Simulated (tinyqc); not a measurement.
Interface roughness in a thin film (subband fluctuation and scattering): sweeps and comparisons. A value that a table varies takes the place of the one given here.

Square well of width t, barriers V0, c = hbar^2/2m0: E1 solves k t + 2 atan[(k/mz)/(kappa/mb)] = pi, k = sqrt(mz E/c), kappa = sqrt(mb (V0 - E)/c). One interface is rough, so the subband edge fluctuates by G dt with G = |dE1/dt| (central difference of 0.01 angstrom; 2 E1/t for hard walls).

Gaussian roughness spectrum S(q) = pi D^2 Lc^2 exp(-q^2 Lc^2/4). Degenerate gas, taken to fill one subband (the second starts to fill once c kF^2/md exceeds E2 - E1, which is not tested here): kF = sqrt(2 pi Ns/gv), q = 2 kF sin(theta/2), 1/tau = (md/(2 pi c hbar)) G^2 times the integral from 0 to pi of S(q)(1 - cos theta)/eps(q)^2 dtheta, eps(q) = 1 + qs/q with screening (qs = gv md q0/(c eps), q0 = e^2/(4 pi eps0), form factors left out, which overstates the screening; other scattering is left out too, so these values lie far above measured mobilities in all but the thinnest films) or 1 without; mobility = tau c2/md with c2 = e/m0 = 1.75882e15 cm^2/(V s^2); 1e12/cm^2 = 1e-4/angstrom^2.

Constants: hbar^2/2m0 = 3.80998211 eV angstrom^2; hbar = 6.58211957e-16 eV s; e^2/(4 pi eps0) = 14.39964547 eV angstrom.

Inputs chosen for the exercise (near those of a thin InGaAs channel; shifted at random, so the results belong to these values and not to a real crystal):
- mz = 0.045 m0 (confinement mass)
- V0 = 2.01 eV (barrier)
- mb = 0.26 m0 (barrier mass)
- md = 0.045 m0 (mass in the plane)
- gv = 1 (valleys)
- D = 2 angstrom (rms height of the roughness)
- Lc = 58 angstrom (correlation length)
- Ns = 0.47 x 1e12/cm^2 (sheet density)
- eps = 10.5 (mean dielectric constant at the channel)
- ts = (34, 43, 53, 62, 78, 99, 130) angstrom (thicknesses)
- t = 62 angstrom (film thickness)
- Ll = (4, 8, 14, 22, 35, 55, 90) angstrom (correlation lengths)

## The sixth-power law

Screened mobility against thickness for the finite barrier and for hard walls.

Results:

| t (angstrom) | E1 (meV) | G (meV/angstrom) | mobility (cm^2/(V s)) | the same, hard walls |
|---|---|---|---|---|
| 34 | 221.2 | 7.947 | 8.58e+03 | 300 |
| 43 | 164.6 | 4.959 | 2.20e+04 | 1.23e+03 |
| 53 | 124.7 | 3.204 | 5.28e+04 | 4.30e+03 |
| 62 | 100.3 | 2.284 | 1.04e+05 | 1.10e+04 |
| 78 | 72.0 | 1.369 | 2.89e+05 | 4.37e+04 |
| 99 | 50.1 | 0.787 | 8.74e+05 | 1.83e+05 |
| 130 | 32.4 | 0.407 | 3.26e+06 | 9.36e+05 |

With hard walls G goes as 1/t^3 and the mobility as t^6. With the finite barrier the local exponent is 4.02 at the thin end and 4.84 at the thick end, since the envelope leaks out and softens the dependence. The least value is 8.58e+03 cm^2/(V s). The gate field, which also presses carriers to the interface, is left out. Up to t = 34 angstrom G D exceeds half of EF - E1, where the Born rate fails.

## Correlation length

Fixed D; bare and screened mobility.

Results:

| Lc (angstrom) | kF Lc | bare mobility (cm^2/(V s)) | screened mobility (cm^2/(V s)) |
|---|---|---|---|
| 4 | 0.07 | 4.17e+06 | 1.02e+07 |
| 8 | 0.14 | 1.05e+06 | 2.59e+06 |
| 14 | 0.24 | 3.54e+05 | 8.71e+05 |
| 22 | 0.38 | 1.53e+05 | 3.77e+05 |
| 35 | 0.60 | 7.08e+04 | 1.77e+05 |
| 55 | 0.95 | 4.18e+04 | 1.07e+05 |
| 90 | 1.55 | 3.99e+04 | 1.14e+05 |

The bare mobility is lowest at Lc = 90 angstrom of those listed (kF Lc = 1.55), the end of the table. The screened mobility is lowest at Lc = 55 angstrom of those listed (kF Lc = 0.95). Short roughness averages out (mobility as 1/Lc^2; the first two rows give exponent -1.98), and long roughness deflects only by small angles (bare mobility rising as Lc; the last two rows give -0.09).

## What each parameter does

G, G D, and the screened mobility. Each row changes one parameter from the base and keeps the others.

Results:

| case | G (meV/angstrom) | G D (meV) | mobility (cm^2/(V s)) |
|---|---|---|---|
| base | 2.284 | 4.57 | 1.038e+05 |
| t = 58 angstrom | 2.641 | 5.28 | 7.767e+04 |
| D = 2.6 angstrom | 2.284 | 5.94 | 6.142e+04 |
| Lc = 66 angstrom | 2.284 | 4.57 | 9.926e+04 |
| Ns = 0.752 x 1e12/cm^2 | 2.284 | 4.57 | 1.353e+05 |
| mz = 0.052 m0 | 2.206 | 4.41 | 1.113e+05 |
| md = 0.052 m0 | 2.284 | 4.57 | 8.681e+04 |
| V0 = 1.41 eV | 1.966 | 3.93 | 1.402e+05 |
| eps = 12.6 | 2.284 | 4.57 | 9.151e+04 |

The largest shifts from the base row, up to three for each result and ties (the steps differ in size, so this ranks the rows, not the parameters). G (meV/angstrom): t +0.356, V0 -0.319, mz -0.079; unchanged at the printed digits by D, Lc, Ns, md and eps. G D (meV): D +1.37, t +0.71, V0 -0.64; unchanged at the printed digits by Lc, Ns, md and eps. mobility (cm^2/(V s)): D -4.24e+04, V0 +3.64e+04, Ns +3.15e+04. In the base case G D is 0.18 times EF - E1 = 25.0 meV.

Computed by tinyqc, a small Python program: `OMP_NUM_THREADS=1 python tinyqc.py 1280553 1280554 out.jsonl` (the numbers bound the seed that draws the inputs); one thread of a shared host (Intel(R) Xeon(R) Processor @ 2.30GHz), about 0.01 s for the whole set of steps.
